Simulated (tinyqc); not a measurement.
Inside a calculation. Model: admittance spectroscopy of a deep trap.

Numbers from tinyqc (`OMP_NUM_THREADS=1 python tinyqc.py 2050065 2050066 out.jsonl`; about 0.01 s on one thread of a shared Intel Xeon 2.30GHz). Printed values are rounded.

Schottky contact on an n-type layer with shallow donors Nd (all ionised) and a donor-like deep trap, neutral when filled and positive when empty; depletion approximation. Traps within lam of the depletion edge stay filled. The traps at xt = W - lam, where the level crosses the Fermi level, follow a slow signal and not a fast one. w = 2 pi f.

Values chosen for this exercise; material values close to those of gallium nitride: relative permittivity eps_r = 9.69; conduction-band density of states at 300 K Nc = 2.3e18 cm^-3; thermal velocity at 300 K vth = 2.6e7 cm/s; shallow donor density Nd = 1.4e16 cm^-3; built-in voltage Vbi = 1.1 V; depth of the trap below the conduction edge Et = 0.24 eV; capture cross-section sn = 2.3e-14 cm^2; trap density Nt = 1.8e16 cm^-3; reverse bias Vr = 0 V; signal frequency f = 2300 Hz; temperature T = 158 K.

Constants: q = 1.602176634e-19 C, kB = 1.380649e-23 J/K, eps0 = 8.8541878128e-14 F/cm where lengths are in cm. Results are converted to the units shown.

## Widths and limiting capacitances

lam = sqrt(2 eps0 eps_r (EF - ET)/(q Nd)), EF - ET = Et - (kB T/q) ln(Nc(T)/Nd), Nc(T) = Nc (T/300 K)^1.5. In the steady state at the band bending V, 2 eps0 eps_r V/q = Nd W^2 + Nt (W - lam)^2 (the second term only if W > lam). V = Vbi + Vr. C_HF = eps0 eps_r/W, C_LF = eps0 eps_r (Nd + Nt)/(Nd W + Nt xt).

lam = 118.525 nm
W = 249.314 nm
xt = 130.789 nm
C_HF = 34.4133 nF/cm^2
C_LF = 46.9751 nF/cm^2

The step is 36.5 % of C_HF.

## Admittance at the signal frequency

Emission rate en = sn vth(T) Nc(T) exp(-Et/kB T) = sn g T^2 exp(-Et/kB T), g = vth Nc/(300 K)^2, as vth goes as T^0.5 and Nc as T^1.5 (degeneracy factor 1). Inflection frequency w0 = 2 en [1 + Nt xt/(Nd W)]; C = C_HF + (C_LF - C_HF)/(1 + (w/w0)^2), G/w = (C_LF - C_HF)(w/w0)/(1 + (w/w0)^2).

en = 8436.09 1/s
w0/(2 pi) = 4496.47 Hz
C = 44.3700 nF/cm^2
G/w = 5.09299 nF/cm^2

The signal lies near the inflection, where the loss is largest.
